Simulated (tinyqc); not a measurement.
# Electromigration in a confined line: Blech product, Korhonen stress evolution and Black's law, step by step

A worked calculation. Computed by tinyqc, a small Python program that keeps every step. Command: `OMP_NUM_THREADS=1 python tinyqc.py 3012116 3012117 out.jsonl emigr walk`. One thread of a shared host (Intel(R) Xeon(R) Processor @ 2.30GHz), about 0.01 s of CPU time with the checks. Intermediate numbers are printed to about 6 digits and carried at full precision; extremes and crossings named in words are read from the listed rows.

The electron wind pushes atoms from the cathode (x = 0) to the anode (x = L); blocking ends build a back stress (tension positive). The input rho is taken not to change with temperature. d sigma/dt = d/dx [kappa (d sigma/dx + G)], with zero flux at both ends and sigma = sigma_0 at t = 0.

Inputs (values chosen for the exercise, close to those used for copper lines):

| quantity | value | unit |
|---|---|---|
| resistivity rho | 2.92 | micro-ohm cm |
| atomic volume Omega | 11.8 | angstrom^3 |
| effective charge number Z* | 1.1 | - |
| prefactor D0 | 4.7e-08 | m^2/s |
| activation energy E | 0.927 | eV |
| effective modulus B | 28 | GPa |
| critical stress sigma_c | 110 | MPa |
| initial stress sigma_0 | 57 | MPa |
| current density j | 0.84 | MA/cm^2 |
| line length L | 45 | um |
| test temperature T | 320 | C |
| time as a fraction of L^2/kappa, s | 0.041 | - |
| use temperature T_u | 105 | C |
| use current density j_u | 0.26 | MA/cm^2 |
| current exponent n | 1 | - |

Start: thermal stress.

Constants: e = 1.602176634e-19 C; k_B = 8.617333262e-05 eV/K; k_B = 1.380649e-23 J/K.

## Driving force and diffusivities

G = Z* e rho j/Omega; D = D0 exp(-E/(k_B T)); kappa = D B Omega/(k_B T); drift velocity of an unconfined line v = D Z* e rho j/(k_B T). SI: 1 micro-ohm cm = 1e-8 ohm m, 1 MA/cm^2 = 1e10 A/m^2. Temperatures in kelvin are T(C) + 273.15.

stress gradient G = 3.66339 MPa/um

diffusivity D = 6.24768e-16 m^2/s

kappa = 2.52064e-14 m^2/s

drift velocity = 11.8724 nm/h

## Steady state and Blech product

At steady state sigma(x) = sigma_0 + G (L/2 - x). A void forms only if the cathode stress reaches sigma_c, that is if j L exceeds (j L)_c = 2 Omega (sigma_c - sigma_0)/(Z* e rho). Time scale tau = L^2/kappa.

steady cathode stress = 139.426 MPa

j L = 3780 A/cm

critical product (j L)_c = 2430.54 A/cm

tau = 22.3158 h

j L is 1.56 times the critical product: the line can fail. Caution: a steady stress above sigma_c is formal, since a void forms first.

## Series terms at the cathode

sigma(x, t) = sigma_0 + G L [1/2 - x/L - 4 sum_(m odd) cos(m pi x/L) exp(-m^2 pi^2 s)/(m pi)^2], s = t/tau, summed to m = 399. The terms at x = 0 are 4 exp(-m^2 pi^2 s)/(m pi)^2; tau = L^2/kappa.

terms for m = 1, 3, 5, 7: 0.270409  0.00117996  6.55160e-07  2.02469e-11

cathode stress at time s = 94.6540 MPa

time t = 0.914946 h

## Stress along the line

Steady state: sigma_0 + G L (1/2 - x/L). Take x/L = 0, 0.1, 0.2, 0.3, 0.4, 0.6, 0.8 and 1.

Stress (MPa):

| x/L | at time s | steady state |
|---|---|---|
| 0.0 | 94.6540 | 139.426 |
| 0.1 | 80.4308 | 122.941 |
| 0.2 | 70.4519 | 106.456 |
| 0.3 | 63.9534 | 89.971 |
| 0.4 | 59.8673 | 73.485 |
| 0.6 | 54.1327 | 40.515 |
| 0.8 | 43.5481 | 7.544 |
| 1.0 | 19.3460 | -25.426 |

Caution: stresses above sigma_c are formal, since a void forms first.

## Finite line against the semi-infinite law

Semi-infinite line: sigma(0, t) = sigma_0 + 2 G L sqrt(s/pi). One-term form: keep m = 1 alone.

Cathode stress (MPa):

| s | t (h) | full series | semi-infinite | one term |
|---|---|---|---|---|
| 0.002 | 4.46315e-02 | 65.319 | 65.319 | 73.920 |
| 0.005 | 1.11579e-01 | 70.153 | 70.153 | 75.831 |
| 0.01 | 2.23158e-01 | 75.602 | 75.602 | 78.893 |
| 0.02 | 4.46315e-01 | 83.307 | 83.307 | 84.582 |
| 0.05 | 1.11579e+00 | 98.550 | 98.594 | 98.638 |
| 0.1 | 2.23158e+00 | 114.524 | 115.823 | 114.525 |
| 0.2 | 4.46315e+00 | 130.145 | 140.189 | 130.145 |
| 0.4 | 8.92631e+00 | 138.137 | 174.647 | 138.137 |
| 0.8 | 1.78526e+01 | 139.401 | 223.378 | 139.401 |

Among these rows the semi-infinite law holds to 1 % up to s = 0.05 and the one-term form from s = 0.05 on: the far end is felt once sqrt(kappa t) is no longer small against L, and by then the terms with m > 1 have nearly died out. The critical stress 110 MPa is passed between s = 0.05 and 0.1. Caution: rows beyond sigma_c are formal, since a void ends the model there.

## Time to nucleate a void

Solve sigma(0, t) = sigma_c for s; the semi-infinite estimate is t = (pi/kappa) ((sigma_c - sigma_0)/(2 G))^2.

nucleation time = 1.85442 h

semi-infinite estimate = 1.81160 h

The back stress delays nucleation by 2.4 %.

## Extrapolation by Black's law

Median life t50 = A j^(-n) exp(E/(k_B T)); acceleration factor = t50(use)/t50(test) = (j/j_u)^n exp[(E/k_B)(1/T_u - 1/T)].

current factor = 3.23077

temperature factor = 30072.8

acceleration factor = 97158.3

At the use current j_u L lies below the critical product, where Black's law does not apply: the line would not fail by this mechanism. Caution: j_u L lies below the critical product, so the acceleration factor is formal: at use the line would not void.

Checks made by the program: series against a 200-cell finite-volume solution (on the scale of G L) (relative difference 1e-07).
